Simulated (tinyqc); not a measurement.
Power law or saturation: oxide trap near a transistor channel: two-state multiphonon kinetics, telegraph noise and bias instability. Computed by tinyqc, a small Python program. Command: `OMP_NUM_THREADS=1 python tinyqc.py 3027357 3027358 out.jsonl oxidetrap walk`. One thread of a shared host (Intel(R) Xeon(R) Processor @ 2.30GHz), about 0.01 s of CPU time with the checks.

An n-channel device under positive gate bias. The trap is empty (state 1) or holds an electron (state 2); both states are parabolas of equal curvature, and the electron reservoir is taken at the Fermi level of the channel.

Inputs (values chosen for the exercise, with an insulator like Al2O3 on silicon):

| quantity | value | unit |
|---|---|---|
| attempt rate k_0 at the interface | 5e+11 | 1/s |
| temperature T | 200 | K |
| mean capture barrier mu_c | 1.5 | eV |
| spread of the barriers s_c | 0.18 | eV |
| saturation shift dV_max | 88 | mV |

Parts treated: one trap and an ensemble.

Constants: k_B = 8.617333262e-05 eV/K.

Method. For a normal spread of capture barriers (given for the stress field, with depth and field not resolved, k_0 being taken as the effective rate of the ensemble), traps with barrier below k_B T ln(k_0 t) are filled: dV(t) = (dV_max/2) erfc((mu_c - k_B T ln(k_0 t))/(sqrt(2) s_c)); local exponent n = d ln dV/d ln t (central difference, factor 1.01 in t). The extrapolation continues the power law fitted through 10 s and 1000 s.

Against stress time:

| t (s) | shift (mV) | local exponent | power law (mV) | shift at T + 50 K (mV) |
|---|---|---|---|---|
| 1.00e-03 | 6.1764e-09 | 0.62855 | 1.0898e-08 | 1.2849e-07 |
| 1.00e-01 | 1.0152e-07 | 0.58729 | 1.2265e-07 | 3.1901e-06 |
| 1.00e+01 | 1.3803e-06 | 0.54616 | 1.3803e-06 | 5.8973e-05 |
| 1.00e+03 | 1.5534e-05 | 0.50519 | 1.5534e-05 | 8.1310e-04 |
| 1.00e+05 | 1.4482e-04 | 0.46441 | 1.7482e-04 | 8.3803e-03 |
| 1.00e+07 | 1.1196e-03 | 0.42387 | 1.9675e-03 | 6.4763e-02 |
| 3.00e+08 | 4.4998e-03 | 0.39412 | 1.1759e-02 | 2.4431e-01 |

The exponent falls from 0.629 to 0.394 as the front climbs the distribution, so the power law overstates the shift at 3e8 s (about ten years) by a factor 2.61. Heating by 50 K raises the shift at 1000 s by a factor 52.3: time and temperature enter only through T ln(k_0 t).
